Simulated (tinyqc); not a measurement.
Thermal, flicker and telegraph noise of a field-effect transistor. Inputs raised by 10 %, one at a time. Computed by tinyqc, a small Python program. Command: `OMP_NUM_THREADS=1 python tinyqc.py 3000379 3000380 out.jsonl noise sens`. One thread of a shared host (Intel(R) Xeon(R) Processor @ 2.30GHz), about 0.01 s of CPU time with the checks.

Strong inversion, threshold roll-off and channel-length modulation left out; noise sources are uncorrelated and are given as one-sided spectral densities.

Inputs (values chosen for the exercise, modelled on a silicon n-channel):

| quantity | value | unit |
|---|---|---|
| width W | 0.071 | micrometre |
| length L | 70 | nm |
| electrical oxide thickness t | 1.6 | nm |
| mobility mu | 420 | cm^2/(V s) |
| saturation velocity v_s | 0.72 | 1e7 cm/s |
| overdrive V_ov | 0.5 | V |
| thermal noise factor gamma | 0.667 | - |
| oxide trap density N_t | 6.9e+17 | 1/(eV cm^3) |
| oxide barrier phi | 1.9 | eV |
| oxide mass m_ox | 0.26 | m_0 |
| Hooge parameter alpha_H | 0.0007 | - |
| frequency f | 5000 | Hz |
| temperature T | 400 | K |

Operating region: saturation. Flicker model: Hooge.

Constants: eps_0 = 8.8541878128e-12 F/m; hbar = 1.054571817e-34 J s; m_0 = 9.1093837015e-31 kg; e = 1.602176634e-19 C; k_B = 8.617333262e-05 eV/K; k_B = 1.380649e-23 J/K.

Method:
- C_ox = 3.9 eps_0/t; V_c = 2 v_s L/mu; I = W C_ox v_s V_ov^2/(V_ov + V_c); g_m = W C_ox v_s V_ov (V_ov + 2 V_c)/(V_ov + V_c)^2; g_d0 = mu C_ox (W/L) V_ov.
- Tunnelling length lambda = hbar/(2 sqrt(2 m_ox phi)); flat-band noise S_Vfb = e^2 k_B T lambda N_t/(W L C_ox^2 f). Hooge: S_I = I^2 alpha_H/(f N), N = W L C_ox V_ov/e (the source-end density).
- Thermal: S_I = 4 k_B T gamma g_d0; input-referred S_V = S_I/g_m^2; corner f_c where flicker equals thermal.
- Total input noise from 1 Hz to f_c: sqrt(S_V,thermal [f_c ln(f_c/1 Hz) + f_c - 1 Hz]).

Runs:

| input moved | from | to | corner frequency f_c (Hz) | input-referred thermal noise (nV/sqrt(Hz)) | flicker S_I/I^2 (1/Hz) | input noise up to f_c (microvolt) |
|---|---|---|---|---|---|---|
| base run | - | - | 4.2892e+08 | 26.362 | 4.1823e-10 | 2494.6 |
| width W (micrometre) | 0.071 | 0.0781 | 4.2892e+08 | 25.136 | 3.8021e-10 | 2378.5 |
| length L (nm) | 70 | 77 | 4.0239e+08 | 25.541 | 3.8021e-10 | 2337.4 |
| electrical oxide thickness t (nm) | 1.6 | 1.76 | 4.2892e+08 | 27.649 | 4.6006e-10 | 2616.4 |
| oxide trap density N_t (1/(eV cm^3)) | 6.9e+17 | 7.59e+17 | 4.2892e+08 | 26.362 | 4.1823e-10 | 2494.6 |
| Hooge parameter alpha_H | 0.0007 | 0.00077 | 4.7181e+08 | 26.362 | 4.6006e-10 | 2622.3 |
| temperature T (K) | 400 | 440 | 3.8992e+08 | 27.649 | 4.1823e-10 | 2488.9 |
| oxide barrier phi (eV) | 1.9 | 2.09 | 4.2892e+08 | 26.362 | 4.1823e-10 | 2494.6 |

Exponents ln(y'/y) / ln(x'/x):

| input | corner frequency f_c | input-referred thermal noise | flicker S_I/I^2 | input noise up to f_c |
|---|---|---|---|---|
| width W | 0.00 | -0.500 | -1 | -0.500 |
| length L | -0.67 | -0.332 | -1 | -0.683 |
| electrical oxide thickness t | 0.00 | 0.500 | 1 | 0.500 |
| oxide trap density N_t | 0.00 | 0.000 | 0 | 0.000 |
| Hooge parameter alpha_H | 1.00 | 0.000 | 1 | 0.524 |
| temperature T | -1.00 | 0.500 | 0 | -0.024 |
| oxide barrier phi | 0.00 | 0.000 | 0 | 0.000 |

Among the inputs moved here: corner frequency f_c answers most in size to temperature T (exponent -1.000), and about equally to Hooge parameter alpha_H (+1.000); its exponent is below 0.0005 for width W, electrical oxide thickness t, oxide trap density N_t, oxide barrier phi. Its exponent 0.000 in width W: both noises scale as 1/W at the input. Input-referred thermal noise answers most in size to width W (exponent -0.500), and about equally to electrical oxide thickness t (+0.500), temperature T (+0.500); its exponent is below 0.0005 for oxide trap density N_t, Hooge parameter alpha_H, oxide barrier phi. Its exponent -0.500 in width W: parallel devices average. Flicker S_I/I^2 answers most in size to width W (exponent -1.000), and about equally to length L (-1.000), electrical oxide thickness t (+1.000), Hooge parameter alpha_H (+1.000); its exponent is below 0.0005 for oxide trap density N_t, temperature T, oxide barrier phi. Its exponent -1.000 in length L: area averaging. Input noise up to f_c answers most in size to length L (exponent -0.683), next to Hooge parameter alpha_H (+0.524); its exponent is below 0.0005 for oxide trap density N_t, oxide barrier phi.
